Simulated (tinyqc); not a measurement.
CIS on RHF in the sto-6g basis, for H6, spin multiplicity 1, step by step. One step of it, computed by the program tinyqc.

Task: CIS matrix, singlets. A(ia,jb) = (e_a - e_i) d_ij d_ab + 2 (ia|jb) - (ij|ab).

orbital energies (hartree): MO1 -0.683493, MO2 -0.595293, MO3 -0.482878, MO4 0.450163, MO5 0.740095, MO6 1.109512

Two-electron integrals over orbitals (pq|rs), unique and non-zero (hartree):
```
p,q,r,s,(pq|rs)
1,1,1,1,0.415461
2,1,2,1,0.130341
2,2,1,1,0.329396
2,2,2,2,0.399353
3,1,1,1,0.082542
3,1,2,2,-0.063007
3,1,3,1,0.136983
3,2,2,1,-0.131064
3,2,3,2,0.148065
3,3,1,1,0.396690
3,3,2,2,0.348524
3,3,3,1,0.050871
3,3,3,3,0.398826
4,1,2,1,0.032029
4,1,3,2,0.000925
4,1,4,1,0.079227
4,2,1,1,0.049862
4,2,2,2,-0.005034
4,2,3,1,0.045724
4,2,3,3,0.016808
4,2,4,2,0.065587
4,3,2,1,0.054998
4,3,3,2,-0.054135
4,3,4,1,0.015902
4,3,4,3,0.069334
4,4,1,1,0.392219
4,4,2,2,0.346596
4,4,3,1,0.044972
4,4,3,3,0.384700
4,4,4,2,0.024914
4,4,4,4,0.398566
5,1,1,1,0.009057
5,1,2,2,0.023931
5,1,3,1,-0.019515
5,1,3,3,-0.007275
5,1,4,2,0.040249
5,1,4,4,0.002491
5,1,5,1,0.046383
5,2,2,1,0.017104
5,2,3,2,0.005196
5,2,4,1,0.054931
5,2,4,3,-0.038030
5,2,5,2,0.087537
5,3,1,1,-0.059370
5,3,2,2,-0.001657
5,3,3,1,-0.050633
5,3,3,3,-0.031882
5,3,4,2,-0.062592
5,3,4,4,-0.026932
5,3,5,1,-0.035405
5,3,5,3,0.067155
5,4,2,1,0.130745
5,4,3,2,-0.141547
5,4,4,1,0.007925
5,4,4,3,0.055677
5,4,5,2,-0.002725
5,4,5,4,0.152474
5,5,1,1,0.342759
5,5,2,2,0.401057
5,5,3,1,-0.052183
5,5,3,3,0.358701
5,5,4,2,-0.000093
5,5,4,4,0.367748
5,5,5,1,0.024534
5,5,5,3,-0.004279
5,5,5,5,0.425232
6,1,2,1,0.002190
6,1,3,2,0.010761
6,1,4,1,0.028419
6,1,4,3,0.051594
6,1,5,2,-0.030561
6,1,5,4,-0.007602
6,1,6,1,0.064944
6,2,1,1,-0.016211
6,2,2,2,-0.030523
6,2,3,1,0.017044
6,2,3,3,-0.005062
6,2,4,2,-0.037309
6,2,4,4,-0.003268
6,2,5,1,-0.042755
6,2,5,3,0.039081
6,2,5,5,-0.029498
6,2,6,2,0.044990
6,3,2,1,0.037115
6,3,3,2,-0.008527
6,3,4,1,0.076651
6,3,4,3,0.019058
6,3,5,2,0.054897
6,3,5,4,0.008367
6,3,6,1,0.028791
6,3,6,3,0.082645
6,4,1,1,0.083970
6,4,2,2,-0.055080
6,4,3,1,0.130458
6,4,3,3,0.051886
6,4,4,2,0.047643
6,4,4,4,0.050336
6,4,5,1,-0.016168
6,4,5,3,-0.050948
6,4,5,5,-0.055847
6,4,6,2,0.015838
6,4,6,4,0.140357
6,5,2,1,-0.132057
6,5,3,2,0.134154
6,5,4,1,-0.033141
6,5,4,3,-0.057970
6,5,5,2,-0.017806
6,5,5,4,-0.140769
6,5,6,1,-0.003464
6,5,6,3,-0.041041
6,5,6,5,0.147629
6,6,1,1,0.443572
6,6,2,2,0.350554
6,6,3,1,0.090530
6,6,3,3,0.425829
6,6,4,2,0.056064
6,6,4,4,0.430087
6,6,5,1,0.010565
6,6,5,3,-0.067575
6,6,5,5,0.375498
6,6,6,2,-0.018964
6,6,6,4,0.098971
6,6,6,6,0.500714
```

Give: CIS matrix A, singlet.

Result:

CIS matrix A, singlet (hartree), lower triangle:
```
,1>4,1>5,1>6,2>4,2>5,2>6,3>4,3>5,3>6
1>4,0.8999
1>5,0.0000,1.1736
1>6,-0.0271,0.0000,1.4793
2>4,0.0000,-0.0502,0.0000,0.8300
2>5,-0.0209,0.0000,0.0709,0.0000,1.1094
2>6,0.0000,0.0465,0.0000,-0.0195,0.0000,1.4442
3>4,-0.0132,0.0000,-0.0273,0.0000,0.0655,0.0000,0.6870
3>5,0.0000,-0.0186,0.0000,0.0164,0.0000,-0.0560,0.0000,0.9986
3>6,0.0228,0.0000,-0.0329,0.0000,-0.0244,0.0000,-0.0138,0.0000,1.3319
```
